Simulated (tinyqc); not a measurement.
Inside a calculation. Model: thermionic emission over a Gaussian spread of barriers.

Program tinyqc, `OMP_NUM_THREADS=1 python tinyqc.py 2640086 2640087 out.jsonl`; Intel Xeon 2.30GHz, shared host, one thread, about 0.01 s. Printed values are rounded.

Metal on an n-type semiconductor with one parabolic valley; V > 0 is forward bias (metal positive). Patches of barrier height b are spread as a Gaussian with mean phi - r2 V and variance sg^2 + r3 V; each carries A* T^2 exp(-b/Vt) [exp(V/Vt) - 1].

Values chosen for this exercise; band and dielectric values close to those of indium phosphide:
```
symbol,value,unit,meaning
T,300,K,temperature
me,0.079,m0,electron mass
phi,0.58,eV,barrier height seen from the metal
sg,0.032,eV,standard deviation of the barrier heights
r2,-0.006,,"shift of the mean barrier per volt, with its sign reversed (rho2)"
r3,-0.0015,V,change of sg^2 per volt (rho3)
V,0.22,V,bias
nb,9,,barrier heights sampled
```

Constants: q = 1.602176634e-19 C, kB = 1.380649e-23 J/K, h = 6.62607015e-34 J s, m0 = 9.1093837015e-31 kg, Vt = kB T/q. Results are converted to the units shown.

## Apparent barrier, ideality and current

A* = 4 pi q me m0 kB^2/h^3 (times 1e-4 for A/(cm^2 K^2)). The mean of exp(-b/Vt) gives the apparent barrier phi_ap(V) = phi - r2 V - (sg^2 + r3 V)/(2 Vt), J = A* T^2 exp(-phi_ap/Vt) [exp(V/Vt) - 1], and 1/n = 1 + r2 + r3/(2 Vt).

A* = 9.49369 A/(cm^2 K^2)
phi_ap(0) = 0.560195 eV
phi_ap(V) = 0.567897 eV
n = 1.03628
J = 1.22228 A/cm^2

## The same mean by Simpson's rule

With mean mu and deviation s at this bias, take nb equally spaced b from mu - s^2/Vt - 3.5 s to mu + s, the Gaussian density g(b) and y = g exp(-(b - mu)/Vt); the integral I of y gives phi_ap = mu - Vt ln I.

```
point    b (eV)    g (1/eV)   y (1/eV)
0      0.462271  5.56847e-4  0.0556757
1      0.480445  0.00991598   0.490857
2      0.498619    0.109709    2.68874
3      0.516794    0.754139    9.15057
4      0.534968     3.22082    19.3488
5      0.553142     8.54649    25.4193
6      0.571316     14.0901    20.7481
7      0.589490     14.4327    10.5220
8      0.607664     9.18508    3.31532
```

I = 1.64338
phi_ap = 0.568478 eV

This differs from the closed form by 0.58 meV. The integrand peaks at b = 0.553 eV among these points, below the mean of 0.581 eV: low barriers carry the current.
